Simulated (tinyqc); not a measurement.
Inside a calculation. Method: Pariser-Parr-Pople SCF with singles CI, for the molecule [CH2+]c1ccccn1 (SMILES; centres numbered as the heavy atoms are written). One step of it, computed by the program tinyqc.

Task: Singles CI, singlets. Over the 6 single excitations with the smallest orbital gaps: A = (e_a - e_i) delta + 2 (ia|jb) - (ij|ab), with (pq|rs) = sum c_mp c_mq gamma_mn c_nr c_ns. f = 2/3 w |mu|^2 in atomic units, mu = sqrt2 sum c_ia sum_m c_mi c_ma R_m.

orbital energies (eV): -18.460124  -15.455935  -15.203864  -8.809192  -5.413167  -4.685991  -2.336728

coefficients:
```
         MO1        MO2        MO3        MO4        MO5        MO6        MO7
1C  0.272759  -0.327083  -0.286540   0.727353   0.083279  -0.406792  -0.187236
2C  0.516633  -0.367248  -0.281691  -0.030739  -0.084267   0.568570   0.433072
3C  0.345985   0.187299  -0.501735  -0.421790  -0.452809  -0.229075  -0.397564
4C  0.267871   0.564981  -0.271498  -0.049004   0.548274  -0.248810   0.412818
5C  0.271335   0.548979   0.171835   0.402460  -0.037338   0.517825  -0.404922
6C  0.347656   0.164626   0.513649   0.122690  -0.537542  -0.340532   0.410161
7N  0.522250  -0.274558   0.468758  -0.335675   0.435864  -0.112967  -0.341647
```

repulsion gamma_rs (eV), lower triangle:
```
           1C         2C         3C         4C         5C         6C         7N
1C  11.130000
2C   5.345539  11.130000
3C   3.872515   5.346287  11.130000
4C   2.881267   3.872515   5.345539  11.130000
5C   2.621087   3.517455   3.872515   5.346287  11.130000
6C   2.881267   3.872515   3.518103   3.873196   5.346287  11.130000
7N   3.940988   5.477679   3.941692   3.574524   3.940988   5.476893  12.300000
```

Centres (angstrom, eV; a flat drawing with bonds scaled to 1.40 angstrom):

| centre | x | y | core charge z | W | gamma_rr |
|---|---|---|---|---|---|
| 1C | 2.400000 | 0.000000 | 1 | 11.160000 | 11.130000 |
| 2C | 1.000000 | 0.000000 | 1 | 11.160000 | 11.130000 |
| 3C | 0.300000 | 1.212000 | 1 | 11.160000 | 11.130000 |
| 4C | -1.100000 | 1.212000 | 1 | 11.160000 | 11.130000 |
| 5C | -1.800000 | 0.000000 | 1 | 11.160000 | 11.130000 |
| 6C | -1.100000 | -1.212000 | 1 | 11.160000 | 11.130000 |
| 7N | 0.300000 | -1.212000 | 1 | 14.100000 | 12.300000 |

Give: singlet CI matrix; singlet excitation energies; oscillator strengths.

Result:

singlet CI matrix (eV), lower triangle:
```
        3>4     2>4     1>4     3>5    2>5    3>6
3>4   3.498
2>4   0.423   3.993
1>4  -0.067   0.132   6.196
3>5  -0.086  -0.427  -0.317   6.691
2>5   0.471  -0.029   0.122  -0.218  6.602
3>6   0.065  -0.238   0.077   0.143  0.529  6.903
```

singlet excitation energies (eV): 3.187  4.142  5.999  6.185  7.012  7.359

oscillator strengths: 0.085  0.762  0.085  0.179  0.709  0.720
